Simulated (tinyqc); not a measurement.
# Charge pumping in an n-channel transistor, step by step

Program tinyqc, `OMP_NUM_THREADS=1 python tinyqc.py 2030075 2030076 out.jsonl`; Intel Xeon 2.30GHz, shared host, one thread, about 0.01 s. Printed values are rounded.

The gate is pulsed from accumulation to inversion and back. Energies E are counted from the intrinsic level; Dit(E) = D0 [1 + b (2 E/Eg)^2]. During each edge the traps near the bands emit their carriers, and those between Eh and Ee recombine once a cycle.

Inputs (values chosen for the exercise); band and dielectric values close to those of silicon:
- T = 300 K (temperature)
- Eg = 1.1 eV (band gap)
- Nc = 2.82e19 cm^-3 (conduction-band density of states at 300 K)
- Nv = 2.64e19 cm^-3 (valence-band density of states at 300 K)
- A = 9 um^2 (gate area)
- D0 = 2.1e11 cm^-2 eV^-1 (trap density at midgap)
- b = 0 (rise of the trap density towards the band edges)
- sn = 2.1e-15 cm^2 (cross-section for electrons)
- sp = 1.4e-16 cm^2 (cross-section for holes)
- vth = 1.5e7 cm/s (thermal velocity at 300 K, one nominal value for electrons and holes)
- dV = 0.61 V (Vth - Vfb)
- Va = 3.9 V (pulse height)
- f = 1.6e5 Hz (frequency)
- tr = 110 ns (rise time)
- tf = 88 ns (fall time)

Constants: q = 1.602176634e-19 C, kB = 1.380649e-23 J/K, Vt = kB T/q. Results are converted to the units shown.

Range of the model: The Fermi levels of inversion and accumulation are taken to lie beyond Ee and Eh, the flat tops to fill all traps, and no geometric current is added.

## Emission levels

ni = sqrt(Nc Nv) exp(-Eg/(2 Vt)), Eg in volts; emission times te = (dV/Va) tf and th = (dV/Va) tr; Ee = -Vt ln(vth sn ni te), Eh = +Vt ln(vth sp ni th).

ni = 1.571568e10 cm^-3
te = 13.76410 ns
th = 17.20513 ns
Ee = 0.3075497 eV
Eh = -0.3717896 eV

The window covers 61.8 % of the gap.

## Pumped charge and current

Nit = integral of Dit from Eh to Ee = D0 [Ee - Eh + 4 b (Ee^3 - Eh^3)/(3 Eg^2)], Qcp = q A Nit, Icp = f Qcp.

Nit = 1.426613e11 cm^-2
mean Dit = 2.1e11 cm^-2 eV^-1
traps pumped a cycle = 12839.51
Icp = 329.1387 pA
